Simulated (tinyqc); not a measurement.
Which single mass stands for the valley: donor in an ellipsoidal valley (Kohn-Luttinger variational method). Computed by tinyqc, a small Python program. Command: `OMP_NUM_THREADS=1 python tinyqc.py 3011026 3011027 out.jsonl kohnlutt walk`. One thread of a shared host (Intel(R) Xeon(R) Processor @ 2.30GHz), about 0.03 s of CPU time with the checks.

H = -(d^2/dx^2 + d^2/dy^2) - gamma d^2/dz^2 - 2/r in units built on m_t, with gamma = m_t/m_l and z along the valley axis. One valley; no valley-orbit or central-cell term.

Inputs (values chosen for the exercise, modelled on GaP): transverse mass m_t = 0.248 m_0; longitudinal mass m_l = 1.23 m_0; dielectric constant eps = 11.2.

Constants: Ry = 13.605693123 eV; a_0 = 0.529177210903 angstrom.

Method:
- Ry* = Ry m_t/eps^2, a* = a_0 eps/m_t, gamma = m_t/m_l.
- Trial function exp(-sqrt((x^2 + y^2)/a^2 + z^2/b^2)) with beta = b/a < 1: E = t/a^2 - u/a, t = (2 + gamma/beta^2)/3, u = 2 arcsin(sqrt(1 - beta^2))/sqrt(1 - beta^2); the best a is 2 t/u and E(beta) = -u^2/(4 t).
- Golden-section search on beta from 0.05 to 0.999, 60 steps.
- Gaussian basis: g = P exp(-al (x^2 + y^2) - be z^2) with P = 1 (s-like), z (2p0) or x (2p+-); al = 0.004 x 2.6^k, k = 0..11, and be/al = 1, gamma^(-1/2) or 1/gamma (36 functions); 1/r = (2/sqrt(pi)) int exp(-t^2 r^2) dt by 48 Gauss-Legendre points after t = sqrt(al_i + al_j) tan(theta); overlap eigenvalues below 1e-10 are dropped.
- A hydrogenic level is Ry m/eps^2 for one mass m; errors are against the Gaussian basis.

gamma = 0.201626

1s binding energy, Gaussian basis = 42.4735 meV

1s binding energy, trial function = 42.4140 meV

1s binding energy:
```
rule,mass (m_0),binding (meV),error (%)
transverse mass,0.2480,26.90,-36.67
conductivity mass 3/(2/m_t + 1/m_l),0.3379,36.65,-13.70
density-of-states mass (m_t^2 m_l)^(1/3),0.4229,45.87,8.00
longitudinal mass,1.2300,133.41,214.10
trial function with a and b,-,42.41,-0.14
mass that fits 1s,0.3916,42.47,0.00
```

What does the comparison show, and why?

The conductivity mass, which is what a spherical trial function (a = b) gives, falls short by 13.7 %, as a restricted variational bound must; the density-of-states mass is off by +8.0 %. The mass that fits lies between the two.

Extremes, crossings and ranges named in words are read from the listed rows.
